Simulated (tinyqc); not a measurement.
Limits of the phonon part: Bloch-Grueneisen resistivity of a metal. Computed by tinyqc, a small Python program. Command: `OMP_NUM_THREADS=1 python tinyqc.py 3003927 3003928 out.jsonl bg walk`. One thread of a shared host (Intel(R) Xeon(R) Processor @ 2.30GHz), about 0.01 s of CPU time with the checks.

Electrons scatter from a Debye spectrum of phonons (n = 5 for scattering within one band, n = 3 for scattering into a second, heavy band) and from static defects.

Inputs (values chosen for the exercise, modelled on platinum):
```
quantity                      value         unit
exponent n                        3            -
Debye temperature Theta         211            K
transport coupling lambda_tr   0.46            -
Drude plasma energy hbar w_p      7           eV
residual resistivity rho_0    0.028  microohm cm
```

Addition: none.

Constants: k_B = 1.380649e-23 J/K; hbar = 1.054571817e-34 J s; eps_0 = 8.8541878128e-12 F/m; hbar = 6.582119569e-16 eV s.

Method:
- J_n(y) = int_0^y x^n e^x/(e^x - 1)^2 dx, by 96 Gauss-Legendre points (upper limit at most 60).
- rho_ph = (n - 1) rho_1 (T/Theta)^n J_n(Theta/T), with rho_1 = 2 pi lambda_tr k_B Theta/(hbar eps_0 w_p^2), the high-temperature line at T = Theta.
- Matthiessen's rule: rho = rho_0 + rho_ph.
- Low T: (n - 1) n! zeta(n) rho_1 (T/Theta)^n. High T: rho_1 (T/Theta) [1 - (n - 1)/(12 (n + 1)) (Theta/T)^2].

Resistivities (microohm cm):
```
T (K)      rho_ph   low-T law  straight line  line with correction   total rho
6.3    3.0612e-03  3.0612e-03          0.238                     -  3.1061e-02
11.0   1.6295e-02  1.6295e-02          0.416                     -  4.4295e-02
17.0   6.0064e-02  6.0148e-02          0.642                     -  8.8064e-02
25.0   1.8630e-01  1.9129e-01          0.945                     -  2.1430e-01
42.0   7.0861e-01  9.0703e-01          1.587                     -  7.3661e-01
74.0   2.0551e+00  4.9610e+00          2.796                 1.849  2.0831e+00
110.0  3.5896e+00  1.6295e+01          4.156                 3.519  3.6176e+00
170.0  6.0315e+00  6.0148e+01          6.424                 6.011  6.0595e+00
250.0  9.1727e+00  1.9129e+02          9.447                 9.166  9.2007e+00
420.0  1.5705e+01  9.0703e+02         15.870                15.703  1.5733e+01
```

The low-T law holds to 10 % up to 25 K, the straight line from 170 K on. The local exponent of rho_ph falls from 3.00 to 1.04. Phonons overtake the residual resistivity between 11.0 and 17.0 K.

Extremes, crossings and ranges named in words are read from the listed rows.
